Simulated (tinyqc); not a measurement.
Minority carriers and saturation current of a heavily doped emitter: two steps of the calculation.

n-type, parabolic bands, full ionisation. eta = (EF - Ec)/kB T solves N = Nc F12(eta), F12(x) = (2/sqrt(pi)) int_0^infinity sqrt(u)/(1 + exp(u - x)) du. The gap shrinks rigidly by dEg = E1 [ln(N/N0) + sqrt(ln^2(N/N0) + 0.5)], an empirical law that is here taken as the true narrowing.

Inputs (values chosen for the exercise); band and dielectric values close to those of silicon: temperature T = 350 K; conduction-band density of states at 350 K Nc = 3.58e19 cm^-3; ionised donor density N = 5.7e19 cm^-3; minority-hole mobility mup = 110 cm^2/(V s); Auger coefficient Cn = 1.8e-31 cm^6/s; defect lifetime ts = 0.54 us; emitter width W = 62 nm; recombination velocity at the contact S = 1600 cm/s.

Constants: q = 1.602176634e-19 C, kB = 1.380649e-23 J/K, Vt = kB T/q. Results are converted to the units shown.

Question 1. Fermi level. Newton step on ln F12(eta) = ln(N/Nc): eta(new) = eta - ln(Nc F12/N) F12/Fm, Fm(x) = dF12/dx = (1/sqrt(pi)) int_0^infinity u^(-1/2)/(1 + exp(u - x)) du.

eta at the start (Boltzmann value) = 0.4651

Find: F12; Fm; eta after iteration 1.

Answer 1.

F12 = 1.089
Fm = 0.7929
eta after iteration 1 = 0.9865

Question 2. Saturation current. 1/tau = Cn N^2 + 1/ts, D = mup Vt, L = sqrt(D tau); J0 = (q p0 D/L)(s + tanh(W/L))/(1 + s tanh(W/L)), s = S L/D; the share recombining inside is 1 - 1/[cosh(W/L)(1 + tanh(W/L)/s)].

p0 = 12186.095 cm^-3

Find: tau; L; s; J0; share recombining inside.

Answer 2.

tau = 1.705 ns
L = 752.0 nm
s = 0.03627
J0 = 1.018e4 fA/cm^2
share recombining inside = 69.51 %

Bulk and contact share the loss.

Range of the model: Band tails, non-parabolic bands and incomplete ionisation are left out.

Computed by the program tinyqc: `OMP_NUM_THREADS=1 python tinyqc.py 2330069 2330070 out.jsonl`, one thread of a shared Intel Xeon 2.30GHz, about 0.01 s for the whole run.
